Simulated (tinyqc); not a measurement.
Two-band model of a narrow-gap semiconductor with electrons and holes: one step, computed by the program tinyqc.

Two parabolic bands with acoustic scattering (r = -1/2, a = 0), a gap that does not change with T, and fully ionised dopants. Melting is ignored, so values above the melting point are formal, and kappa_L does not change with T. eta_n = (E_F - E_c)/(k_B T), eta_p = -eta_n - E_g/(k_B T).

Task: Each band alone. With x = E/(k_B T), a = alpha k_B T (0 for a parabolic band), G = x (1 + a x), D = 1 + 2 a x and <y> = int y f (1 - f) dx, f = 1/(1 + exp(x - eta)): tau = tau_0 G^r/D; transport function s = G^(3/2 + r)/D^2; n = N_0 <G^(3/2)> with N_0 = (2 m k_B T)^(3/2)/(3 pi^2 hbar^3). Integrals over x = E/(k_B T) use 160 Gauss-Legendre points in u = sqrt(x) from 0 to sqrt(max(eta, 0) + 32). sigma = e mu_0 N_0 <s> with mu_0 = e tau_0/m = mu_300 (T/300 K)^(-p); |S| = (k_B/e)(<x s>/<s> - eta); Lorenz number L = (k_B/e)^2 (<x^2 s>/<s> - (<x s>/<s>)^2); kappa_e = L sigma T; zT = S^2 sigma T/(kappa_L + kappa_e). Hall factor r_H = <x^(3/2)> <x^(1/2)>/<s>^2.

Inputs (values chosen for the exercise, modelled on Mg2Si):
```
quantity                              value        unit
electron mass m_n                      0.93         m_0
hole mass m_p                           1.5         m_0
electron mobility parameter mu_300,n    330  cm^2/(V s)
hole mobility parameter mu_300,p         50  cm^2/(V s)
temperature exponent p                  1.5           -
temperature T                           630           K
```

Doping: p-type.

eta_n = -9.406965

eta_p = -2.197553

Constants: e = 1.602176634e-19 C; m_0 = 9.1093837015e-31 kg; k_B = 1.380649e-23 J/K; hbar = 1.054571817e-34 J s; k_B = 8.617333262e-05 eV/K.

Give: Partial coefficients.

Result:

Partial coefficients:
```
band       sigma (S/cm)  |S| (microvolt/K)  L (1e-8 V^2/K^2)  density (1/cm^3)  Hall factor
electrons      0.073532             982.98            1.4852        5.6263e+15       1.1781
holes            29.261             366.31            1.5047        1.5006e+19       1.1707
```

The minority carriers have the larger |S|, since the Fermi level lies farther from their band; they carry 0.25 % of the conductivity.
